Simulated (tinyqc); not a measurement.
Worked calculation (part 1 of 2): CCSD on RHF in the sto-3g basis, for H6, spin multiplicity 1. Computed by tinyqc, a small Python program that keeps every step (integrals from PySCF). Settings: charge = 0, multiplicity = 1, basis = sto-3g, method = RHF, energy threshold = 1e-10, iteration cap = 83, orthogonalisation = symmetric, start = atomic densities, DIIS depth = 6, amplitude equations = CCSD, DIIS depth for amplitudes = 4, cap on updates = 72. Command: `OMP_NUM_THREADS=1 python tinyqc.py 31003 31004 out.jsonl` (the two numbers bound the seeds that draw the settings). One thread of a shared host (Intel(R) Xeon(R) Processor @ 2.60GHz), about 0.2 s of CPU time with the checks. Later iterations appear only in the table of the cycle.

## One-electron integrals

Geometry (angstrom):

| atom | x | y | z |
|---|---|---|---|
| H | 0.0000 | 0.0000 | 0.0000 |
| H | 0.0000 | 0.0000 | 0.8900 |
| H | 0.0000 | 0.0000 | 1.9740 |
| H | 0.0000 | 0.0000 | 2.8650 |
| H | 0.0000 | 0.0000 | 3.9480 |
| H | 0.0000 | 0.0000 | 4.8390 |

Basis sto-3g: exponents (1/bohr^2) and contraction coefficients of normalised primitives:

| element | l (shell) | exponent | coefficient |
|---|---|---|---|
| H | s (1) | 3.4253 | 0.1543 |
| H | s (1) | 0.6239 | 0.5353 |
| H | s (1) | 0.1689 | 0.4446 |

Overlap, kinetic and nuclear-attraction integrals over the contracted functions; the nuclear repulsion is the sum of Za Zb / Rab.

nuclear repulsion = 4.751211 hartree

overlap S, lower triangle:
```
        1H 1s   2H 1s   3H 1s   4H 1s   5H 1s   6H 1s
1H 1s  1.0000
2H 1s  0.5634  1.0000
3H 1s  0.1244  0.4484  1.0000
4H 1s  0.0242  0.1242  0.5628  1.0000
5H 1s  0.0020  0.0161  0.1244  0.4490  1.0000
6H 1s  0.0002  0.0020  0.0242  0.1244  0.5628  1.0000
```

kinetic energy T (hartree), lower triangle:
```
         1H 1s    2H 1s    3H 1s    4H 1s   5H 1s   6H 1s
1H 1s   0.7600
2H 1s   0.1573   0.7600
3H 1s  -0.0098   0.0830   0.7600
4H 1s  -0.0078  -0.0098   0.1568   0.7600
5H 1s  -0.0013  -0.0061  -0.0098   0.0834  0.7600
6H 1s  -0.0002  -0.0013  -0.0078  -0.0098  0.1568  0.7600
```

nuclear attraction V (hartree), lower triangle:
```
         1H 1s    2H 1s    3H 1s    4H 1s    5H 1s    6H 1s
1H 1s  -2.4891
2H 1s  -1.4244  -2.8453
3H 1s  -0.3039  -1.1929  -2.9905
4H 1s  -0.0582  -0.3192  -1.5902  -2.9908
5H 1s  -0.0048  -0.0394  -0.3198  -1.1946  -2.8454
6H 1s  -0.0004  -0.0047  -0.0582  -0.3039  -1.4225  -2.4886
```

core Hamiltonian H = T + V (hartree), lower triangle:
```
         1H 1s    2H 1s    3H 1s    4H 1s    5H 1s    6H 1s
1H 1s  -1.7291
2H 1s  -1.2671  -2.0853
3H 1s  -0.3137  -1.1098  -2.2305
4H 1s  -0.0660  -0.3290  -1.4334  -2.2308
5H 1s  -0.0061  -0.0455  -0.3295  -1.1113  -2.0853
6H 1s  -0.0006  -0.0061  -0.0660  -0.3137  -1.2656  -1.7285
```

## Two-electron integrals

Functions are numbered as in S; the eight-fold symmetry (ij|kl) = (ji|kl) = (kl|ij) leaves the list below.

Two-electron integrals (ij|kl) in chemists' order, unique and non-zero (hartree):
```
(11|11) 0.7746     (21|11) 0.3630     (21|21) 0.2090     (22|11) 0.5153
(22|21) 0.3630     (22|22) 0.7746     (31|11) 0.0587     (31|21) 0.0374
(31|22) 0.0738     (31|31) 0.0080     (32|11) 0.1634     (32|21) 0.1190
(32|22) 0.2722     (32|31) 0.0299     (32|32) 0.1261     (33|11) 0.2671
(33|21) 0.1931     (33|22) 0.4515     (33|31) 0.0587     (33|32) 0.2722
(33|33) 0.7746     (41|11) 0.0090     (41|21) 0.0060     (41|22) 0.0125
(41|31) 0.0014     (41|32) 0.0057     (41|33) 0.0126     (41|41) 2.73e-04
(42|11) 0.0362     (42|21) 0.0259     (42|22) 0.0586     (42|31) 0.0069
(42|32) 0.0299     (42|33) 0.0737     (42|41) 0.0014     (42|42) 0.0080
(43|11) 0.1238     (43|21) 0.0860     (43|22) 0.1928     (43|31) 0.0259
(43|32) 0.1189     (43|33) 0.3625     (43|41) 0.0060     (43|42) 0.0372
(43|43) 0.2085     (44|11) 0.1847     (44|21) 0.1239     (44|22) 0.2669
(44|31) 0.0363     (44|32) 0.1633     (44|33) 0.5149     (44|41) 0.0090
(44|42) 0.0586     (44|43) 0.3625     (44|44) 0.7746     (51|11) 0.0006
(51|21) 3.86e-04   (51|22) 0.0008     (51|31) 1.03e-04   (51|32) 4.38e-04
(51|33) 0.0011     (51|41) 2.14e-05   (51|42) 1.20e-04   (51|43) 0.0006
(51|44) 0.0009     (51|51) 1.84e-06   (52|11) 0.0037     (52|21) 0.0026
(52|22) 0.0057     (52|31) 0.0007     (52|32) 0.0031     (52|33) 0.0085
(52|41) 1.57e-04   (52|42) 0.0009     (52|43) 0.0048     (52|44) 0.0085
(52|51) 1.44e-05   (52|52) 1.20e-04   (53|11) 0.0227     (53|21) 0.0152
(53|22) 0.0329     (53|31) 0.0044     (53|32) 0.0196     (53|33) 0.0587
(53|41) 0.0010     (53|42) 0.0065     (53|43) 0.0373     (53|44) 0.0738
(53|51) 1.03e-04   (53|52) 0.0009     (53|53) 0.0080     (54|11) 0.0701
(54|21) 0.0457     (54|22) 0.0952     (54|31) 0.0127     (54|32) 0.0550
(54|33) 0.1636     (54|41) 0.0031     (54|42) 0.0196     (54|43) 0.1190
(54|44) 0.2726     (54|51) 3.21e-04   (54|52) 0.0032     (54|53) 0.0300
(54|54) 0.1264     (55|11) 0.1340     (55|21) 0.0854     (55|22) 0.1730
(55|31) 0.0227     (55|32) 0.0951     (55|33) 0.2671     (55|41) 0.0053
(55|42) 0.0328     (55|43) 0.1930     (55|44) 0.4519     (55|51) 0.0006
(55|52) 0.0057     (55|53) 0.0587     (55|54) 0.2726     (55|55) 0.7746
(61|11) 3.87e-05   (61|21) 2.66e-05   (61|22) 5.83e-05   (61|31) 7.51e-06
(61|32) 3.30e-05   (61|33) 9.11e-05   (61|41) 1.68e-06   (61|42) 9.95e-06
(61|43) 5.20e-05   (61|44) 9.11e-05   (61|51) 1.55e-07   (61|52) 1.29e-06
(61|53) 9.97e-06   (61|54) 3.30e-05   (61|55) 5.83e-05   (61|61) 1.40e-08
(62|11) 3.80e-04   (62|21) 2.56e-04   (62|22) 0.0006     (62|31) 7.26e-05
(62|32) 3.19e-04   (62|33) 0.0009     (62|41) 1.67e-05   (62|42) 1.02e-04
(62|43) 0.0006     (62|44) 0.0011     (62|51) 1.62e-06   (62|52) 1.44e-05
(62|53) 1.20e-04   (62|54) 4.38e-04   (62|55) 0.0008     (62|61) 1.55e-07
(62|62) 1.83e-06   (63|11) 0.0038     (63|21) 0.0025     (63|22) 0.0053
(63|31) 0.0007     (63|32) 0.0031     (63|33) 0.0090     (63|41) 1.66e-04
(63|42) 0.0010     (63|43) 0.0060     (63|44) 0.0126     (63|51) 1.68e-05
(63|52) 1.57e-04   (63|53) 0.0014     (63|54) 0.0057     (63|55) 0.0126
(63|61) 1.68e-06   (63|62) 2.13e-05   (63|63) 2.73e-04   (64|11) 0.0173
(64|21) 0.0111     (64|22) 0.0227     (64|31) 0.0030     (64|32) 0.0127
(64|33) 0.0363     (64|41) 0.0007     (64|42) 0.0044     (64|43) 0.0259
(64|44) 0.0587     (64|51) 7.28e-05   (64|52) 0.0007     (64|53) 0.0069
(64|54) 0.0300     (64|55) 0.0738     (64|61) 7.51e-06   (64|62) 1.02e-04
(64|63) 0.0014     (64|64) 0.0080     (65|11) 0.0679     (65|21) 0.0427
(65|22) 0.0853     (65|31) 0.0111     (65|32) 0.0456     (65|33) 0.1238
(65|41) 0.0025     (65|42) 0.0152     (65|43) 0.0860     (65|44) 0.1930
(65|51) 2.57e-04   (65|52) 0.0026     (65|53) 0.0259     (65|54) 0.1190
(65|55) 0.3625     (65|61) 2.66e-05   (65|62) 3.85e-04   (65|63) 0.0060
(65|64) 0.0373     (65|65) 0.2085     (66|11) 0.1094     (66|21) 0.0680
(66|22) 0.1340     (66|31) 0.0173     (66|32) 0.0700     (66|33) 0.1847
(66|41) 0.0038     (66|42) 0.0226     (66|43) 0.1238     (66|44) 0.2671
(66|51) 3.81e-04   (66|52) 0.0037     (66|53) 0.0363     (66|54) 0.1636
(66|55) 0.5149     (66|61) 3.87e-05   (66|62) 0.0006     (66|63) 0.0090
(66|64) 0.0587     (66|65) 0.3625     (66|66) 0.7746
```

## Orthogonalisation

S = U s U^T; symmetric (Loewdin) form X = U s^(-1/2) U^T, so that X^T S X = 1.

eigenvalues of S: 0.2364  0.3544  0.5551  1.1174  1.6294  2.1073

X, lower triangle:
```
         1H 1s    2H 1s    3H 1s    4H 1s    5H 1s   6H 1s
1H 1s   1.1660
2H 1s  -0.3889   1.2862
3H 1s   0.0660  -0.3342   1.2965
4H 1s  -0.0143   0.0710  -0.4231   1.2968
5H 1s   0.0024  -0.0102   0.0710  -0.3346   1.2860
6H 1s  -0.0006   0.0024  -0.0143   0.0660  -0.3883  1.1655
```

## Starting guess

The start is atomic minimal-basis densities projected into this basis (PySCF's MINAO start) and scaled to the electron count of each spin; this density is not idempotent, so its energy is not variational and may lie below the converged one.

D at the start, lower triangle:
```
        1H 1s   2H 1s   3H 1s   4H 1s   5H 1s   6H 1s
1H 1s  0.9510
2H 1s  0.0965  0.8877
3H 1s  0.0249  0.1006  0.8949
4H 1s  0.0091  0.0179  0.0998  0.8948
5H 1s  0.0023  0.0127  0.0179  0.1006  0.8877
6H 1s  0.0005  0.0023  0.0091  0.0249  0.0965  0.9511
```

## Iteration 1: building the Fock matrix

J_ij = sum D_kl (ij|kl), K_ij = sum D_kl (ik|jl); F = H + J - 0.5 K; E = tr D H + tr D J / 2 - 0.25 tr D K + E_nn.

Coulomb J (hartree), lower triangle:
```
        1H 1s   2H 1s   3H 1s   4H 1s   5H 1s   6H 1s
1H 1s  1.9824
2H 1s  1.1947  2.3091
3H 1s  0.2669  1.0339  2.4528
4H 1s  0.0521  0.2819  1.3550  2.4530
5H 1s  0.0043  0.0356  0.2824  1.0354  2.3093
6H 1s  0.0004  0.0043  0.0521  0.2669  1.1932  1.9820
```

exchange K (hartree), lower triangle:
```
        1H 1s   2H 1s   3H 1s   4H 1s   5H 1s   6H 1s
1H 1s  1.0108
2H 1s  0.7923  1.1462
3H 1s  0.2753  0.6635  1.1581
4H 1s  0.0892  0.2795  0.8287  1.1584
5H 1s  0.0181  0.0676  0.2799  0.6644  1.1461
6H 1s  0.0045  0.0180  0.0893  0.2753  0.7913  1.0103
```

Fock matrix F (hartree), lower triangle:
```
         1H 1s    2H 1s    3H 1s    4H 1s    5H 1s    6H 1s
1H 1s  -0.2521
2H 1s  -0.4686  -0.3493
3H 1s  -0.1844  -0.4077  -0.3568
4H 1s  -0.0585  -0.1868  -0.4927  -0.3570
5H 1s  -0.0108  -0.0438  -0.1871  -0.4081  -0.3491
6H 1s  -0.0025  -0.0108  -0.0585  -0.1844  -0.4681  -0.2516
```

total energy of this density = -2.488247 hartree

This density is the starting one; it is not idempotent, so its energy is not variational and may lie below the converged one.

## Iteration 1: diagonalisation and new density

Diagonalise F' = X^T F X, C = X C', fill 3 alpha and 3 beta electrons from the bottom; D = 2 C_occ C_occ^T. Each column has its largest component positive (the first on a tie).

F' = X^T F X (hartree), lower triangle:
```
         1        2        3        4        5       6
1   0.0211
2  -0.4887   0.1065
3   0.0520  -0.4264   0.1207
4  -0.0282   0.0599  -0.5322   0.1209
5   0.0039  -0.0205   0.0599  -0.4269   0.1065
6  -0.0015   0.0039  -0.0282   0.0520  -0.4880  0.0209
```

orbital energies (hartree): MO1 -0.6890, MO2 -0.4921, MO3 -0.2377, MO4 0.2388, MO5 0.6208, MO6 1.0558

coefficients C:
```
          MO1      MO2      MO3      MO4      MO5      MO6
1H 1s  0.1738   0.3495   0.4614  -0.6438  -0.7159  -0.4724
2H 1s  0.2830   0.4051   0.2328   0.3840   0.8886   0.8288
3H 1s  0.3566   0.1464  -0.4244   0.5814  -0.3315  -1.0975
4H 1s  0.3567  -0.1472  -0.4239  -0.5805  -0.3330   1.0980
5H 1s  0.2830  -0.4047   0.2335  -0.3852   0.8876  -0.8289
6H 1s  0.1736  -0.3487   0.4624   0.6448  -0.7141   0.4717
```

D after iteration 1, lower triangle:
```
         1H 1s    2H 1s    3H 1s    4H 1s   5H 1s   6H 1s
1H 1s   0.7305
2H 1s   0.5963   0.5967
3H 1s  -0.1654   0.1228   0.6575
4H 1s  -0.3702  -0.1147   0.5712   0.6573
5H 1s   0.0310  -0.0589  -0.1149   0.1231  0.5968
6H 1s   0.2433   0.0310  -0.3708  -0.1655  0.5964  0.7311
```

## Iteration 8 (converged): orbitals

converged F (hartree), lower triangle:
```
         1H 1s    2H 1s    3H 1s    4H 1s    5H 1s    6H 1s
1H 1s  -0.2922
2H 1s  -0.5287  -0.3726
3H 1s  -0.1584  -0.3713  -0.3793
4H 1s  -0.0182  -0.1576  -0.5374  -0.3795
5H 1s   0.0001  -0.0241  -0.1579  -0.3718  -0.3724
6H 1s  -0.0059   0.0001  -0.0181  -0.1584  -0.5283  -0.2917
```

As before.

F' = X^T F X (hartree), lower triangle:
```
         1        2        3        4        5       6
1   0.0188
2  -0.5588   0.0998
3   0.0767  -0.3862   0.1081
4   0.0018   0.0833  -0.5940   0.1083
5   0.0050  -0.0130   0.0833  -0.3868   0.0998
6  -0.0093   0.0050   0.0019   0.0767  -0.5582  0.0185
```

orbital energies (hartree): MO1 -0.6764, MO2 -0.5569, MO3 -0.3829, MO4 0.3096, MO5 0.6697, MO6 1.0901

coefficients C:
```
          MO1      MO2      MO3      MO4      MO5      MO6
1H 1s  0.1772   0.3602  -0.4257  -0.6261  -0.7369  -0.4879
2H 1s  0.2679   0.4083  -0.2829   0.3844   0.8786   0.8271
3H 1s  0.3667   0.1088   0.4362   0.6010  -0.3041  -1.0913
4H 1s  0.3668  -0.1098   0.4357  -0.6002  -0.3057   1.0918
5H 1s  0.2679  -0.4077  -0.2839  -0.3855   0.8777  -0.8271
6H 1s  0.1769  -0.3593  -0.4267   0.6272  -0.7351   0.4872
```

D after iteration 8, lower triangle:
```
         1H 1s    2H 1s    3H 1s    4H 1s   5H 1s   6H 1s
1H 1s   0.6846
2H 1s   0.6299   0.6370
3H 1s  -0.1630   0.0386   0.6731
4H 1s  -0.3201  -0.1396   0.6252   0.6730
5H 1s   0.0428  -0.0288  -0.1399   0.0387  0.6372
6H 1s   0.1671   0.0428  -0.3207  -0.1631  0.6301  0.6850
```

## Convergence

Stop when the energy changes by less than 1e-10 hartree and every element of the error matrix X^T (F D S - S D F) X is below 3e-06.

Course of the cycle:

| iteration | E (hartree) | change | largest element of the error matrix |
|---|---|---|---|
| 1 | -2.488247 | - | 5.02e-02 |
| 2 | -3.212652 | -7.24e-01 | 4.45e-02 |
| 3 | -3.215133 | -2.48e-03 | 3.55e-02 |
| 4 | -3.218895 | -3.76e-03 | 7.11e-03 |
| 5 | -3.219045 | -1.50e-04 | 3.07e-04 |
| 6 | -3.219045 | -3.11e-07 | 3.37e-05 |
| 7 | -3.219045 | -3.26e-09 | 5.38e-07 |
| 8 | -3.219045 | -9.18e-13 | 4.12e-09 |

PySCF RHF in the same basis = -3.219045 hartree

Converged in 8 iterations.

## Populations, bond orders and dipole

Mulliken: Z minus the diagonal of D S on the atom; Loewdin: the same with S^(1/2) D S^(1/2); Mayer order: 2 sum_s sum (D(s) S)_ij (D(s) S)_ji over the two atoms.

Charges (e):

| atom | Mulliken | Loewdin |
|---|---|---|
| 1H | -0.0116 | -0.0256 |
| 2H | 0.0085 | 0.0221 |
| 3H | 0.0032 | 0.0035 |
| 4H | 0.0031 | 0.0035 |
| 5H | 0.0086 | 0.0222 |
| 6H | -0.0117 | -0.0257 |

Mayer bond orders:

| pair | order |
|---|---|
| 2-1 | 0.8950 |
| 3-1 | -0.0014 |
| 3-2 | 0.1039 |
| 4-1 | 0.0844 |
| 4-2 | -0.0014 |
| 4-3 | 0.8141 |
| 5-1 | -1.79e-04 |
| 5-2 | 0.0026 |
| 5-3 | -0.0014 |
| 5-4 | 0.1043 |
| 6-1 | 0.0221 |
| 6-2 | -1.79e-04 |
| 6-3 | 0.0848 |
| 6-4 | -0.0014 |
| 6-5 | 0.8946 |

dipole moment about the origin, x y z (debye): 0.0000  0.0000  -0.0006

## Integrals over molecular orbitals

(pq|rs) = sum C_ip C_jq C_kr C_ls (ij|kl), one index at a time.

one-electron integrals over orbitals h = C^T H C (hartree), lower triangle:
```
         1        2        3        4        5        6
1  -2.3059
2   0.0002  -2.0641
3  -0.1459   0.0002  -1.9842
4   0.0001  -0.1926  -0.0005  -1.6708
5  -0.0725  -0.0003   0.1650  -0.0001  -1.3504
6  -0.0001  -0.0533  -0.0001   0.1566   0.0002  -1.1851
```

Two-electron integrals over orbitals (pq|rs), unique and non-zero (hartree):
```
(11|11) 0.4278      (21|11) -1.24e-04   (21|21) 0.1299      (22|11) 0.3411
(22|21) 3.26e-04    (22|22) 0.3874      (31|11) 0.0818      (31|21) -5.76e-05
(31|22) -0.0422     (31|31) 0.1164      (32|11) -9.57e-05   (32|21) -0.1148
(32|22) -2.99e-04   (32|31) -1.86e-04   (32|32) 0.1369      (33|11) 0.3829
(33|21) -3.06e-04   (33|22) 0.3522      (33|31) 0.0337      (33|32) 2.82e-04
(33|33) 0.3843      (41|11) -3.80e-05   (41|21) 0.0442      (41|22) -7.91e-05
(41|31) 9.61e-05    (41|32) 0.0088      (41|33) 5.54e-05    (41|41) 0.0810
(42|11) 0.0691      (42|21) -2.04e-04   (42|22) 0.0036      (42|31) 0.0562
(42|32) 4.48e-05    (42|33) 0.0108      (42|41) -9.98e-05   (42|42) 0.0792
(43|11) 2.06e-04    (43|21) 0.0731      (43|22) 1.67e-04    (43|31) 2.43e-04
(43|32) -0.0733     (43|33) -1.19e-04   (43|41) 0.0130      (43|42) 1.34e-04
(43|43) 0.0890      (44|11) 0.3854      (44|21) -2.59e-04   (44|22) 0.3541
(44|31) 0.0318      (44|32) 2.20e-04    (44|33) 0.3752      (44|41) 1.62e-05
(44|42) 0.0220      (44|43) -7.50e-05   (44|44) 0.3906      (51|11) 0.0069
(51|21) 5.41e-05    (51|22) 0.0324      (51|31) -0.0287     (51|32) 7.70e-05
(51|33) -0.0133     (51|41) 3.15e-05    (51|42) 0.0338      (51|43) 5.59e-05
(51|44) -0.0025     (51|51) 0.0512      (52|11) 1.20e-04    (52|21) 0.0329
(52|22) -5.86e-06   (52|31) 1.59e-04    (52|32) 0.0018      (52|33) 6.01e-05
(52|41) 0.0548      (52|42) 1.05e-04    (52|43) -0.0362     (52|44) 5.17e-05
(52|51) 1.11e-04    (52|52) 0.0866      (53|11) -0.0756     (53|21) 1.94e-04
(53|22) -0.0080     (53|31) -0.0603     (53|32) -1.52e-05   (53|33) -0.0247
(53|41) 9.57e-05    (53|42) -0.0740     (53|43) -1.66e-04   (53|44) -0.0204
(53|51) -0.0268     (53|52) -8.18e-05   (53|53) 0.0801      (54|11) 5.26e-05
(54|21) 0.1169      (54|22) 2.80e-04    (54|31) 1.51e-04    (54|32) -0.1302
(54|33) -3.04e-04   (54|41) 0.0018      (54|42) -5.57e-05   (54|43) 0.0747
(54|44) -2.50e-04   (54|51) -4.82e-05   (54|52) 0.0019      (54|53) 4.18e-05
(54|54) 0.1403      (55|11) 0.3592      (55|21) 2.59e-04    (55|22) 0.3933
(55|31) -0.0302     (55|32) -2.34e-04   (55|33) 0.3665      (55|41) -5.57e-05
(55|42) 0.0102      (55|43) 1.57e-04    (55|44) 0.3753      (55|51) 0.0317
(55|52) 8.24e-06    (55|53) -0.0133     (55|54) 2.40e-04    (55|55) 0.4197
(61|11) 5.02e-05    (61|21) -0.0016     (61|22) 5.17e-05    (61|31) 2.55e-05
(61|32) -0.0194     (61|33) -3.84e-05   (61|41) -0.0296     (61|42) 5.38e-05
(61|43) -0.0451     (61|44) -2.62e-05   (61|51) -3.37e-05   (61|52) 0.0312
(61|53) -3.59e-05   (61|54) 0.0164      (61|55) 3.71e-05    (61|61) 0.0672
(62|11) 0.0110      (62|21) 7.35e-05    (62|22) 0.0355      (62|31) -0.0263
(62|32) 5.58e-05    (62|33) -0.0032     (62|41) 5.61e-05    (62|42) 0.0294
(62|43) 6.77e-05    (62|44) -0.0050     (62|51) 0.0461      (62|52) 1.25e-04
(62|53) -0.0313     (62|54) -4.86e-05   (62|55) 0.0350      (62|61) -4.22e-05
(62|62) 0.0484      (63|11) 3.65e-05    (63|21) -0.0464     (63|22) 5.88e-05
(63|31) -9.46e-05   (63|32) -4.36e-04   (63|33) -3.15e-05   (63|41) -0.0760
(63|42) 1.03e-04    (63|43) -0.0154     (63|44) -3.39e-05   (63|51) -2.57e-05
(63|52) -0.0544     (63|53) -1.13e-04   (63|54) 4.76e-04    (63|55) 6.14e-05
(63|61) 0.0288      (63|62) -4.75e-05   (63|63) 0.0814      (64|11) -0.0843
(64|21) 7.32e-05    (64|22) 0.0341      (64|31) -0.1111     (64|32) 1.62e-04
(64|33) -0.0360     (64|41) -8.35e-05   (64|42) -0.0581     (64|43) -2.37e-04
(64|44) -0.0366     (64|51) 0.0255      (64|52) -1.56e-04   (64|53) 0.0612
(64|54) -1.43e-04   (64|55) 0.0332      (64|61) -2.50e-05   (64|62) 0.0256
(64|63) 9.20e-05    (64|64) 0.1204      (65|11) -1.09e-04   (65|21) 0.1326
(65|22) 3.13e-04    (65|31) -2.05e-05   (65|32) -0.1194     (65|33) -3.17e-04
(65|41) 0.0452      (65|42) -1.96e-04   (65|43) 0.0775      (65|44) -2.72e-04
(65|51) 4.49e-05    (65|52) 0.0343      (65|53) 1.88e-04    (65|54) 0.1259
(65|55) 2.68e-04    (65|61) -0.0025     (65|62) 6.88e-05    (65|63) -0.0515
(65|64) 4.18e-05    (65|65) 0.1500      (66|11) 0.4577      (66|21) -1.41e-04
(66|22) 0.3654      (66|31) 0.0890      (66|32) -9.43e-05   (66|33) 0.4130
(66|41) -3.90e-05   (66|42) 0.0767      (66|43) 2.27e-04    (66|44) 0.4212
(66|51) 0.0080      (66|52) 1.36e-04    (66|53) -0.0859     (66|54) 5.26e-05
(66|55) 0.3952      (66|61) 5.37e-05    (66|62) 0.0132      (66|63) 4.09e-05
(66|64) -0.0983     (66|65) -1.36e-04   (66|66) 0.5181
```

## CCSD: starting amplitudes

t_ij^ab = <ij||ab> / (e_i + e_j - e_a - e_b), whose energy is MP2.

Starting amplitudes (spin orbitals 1a, 1b, ...; amplitudes related by a flip of all spins are not repeated; the 24 largest):

| from | to | t |
|---|---|---|
| 3a 3b | 4a 4b | -0.0643 |
| 2a 2b | 4a 4b | -0.0457 |
| 1a 1b | 4a 4b | -0.0411 |
| 2a 3b | 4a 5b | 0.0386 |
| 3a 3b | 5a 5b | -0.0380 |
| 2a 2b | 5a 5b | -0.0353 |
| 1a 3b | 4a 6b | 0.0309 |
| 3a 3b | 6a 6b | -0.0276 |
| 1a 2b | 4a 5b | -0.0248 |
| 2a 3b | 5a 6b | 0.0201 |
| 2a 3a | 4a 5a | 0.0197 |
| 1a 1b | 6a 6b | -0.0190 |
| 1a 1b | 5a 5b | -0.0190 |
| 2a 3b | 4b 5a | -0.0189 |
| 1a 3b | 4b 6a | -0.0184 |
| 1a 2b | 5a 6b | -0.0154 |
| 1a 2b | 4b 5a | 0.0153 |
| 2a 2b | 6a 6b | -0.0147 |
| 1a 3a | 4a 6a | 0.0125 |
| 2a 2b | 4a 6b | -0.0117 |
| 2a 3b | 5b 6a | -0.0116 |
| 1a 3b | 5a 5b | 0.0112 |
| 1a 1b | 4a 6b | 0.0108 |
| 1a 2b | 5b 6a | 0.0104 |

correlation energy = -0.052209 hartree
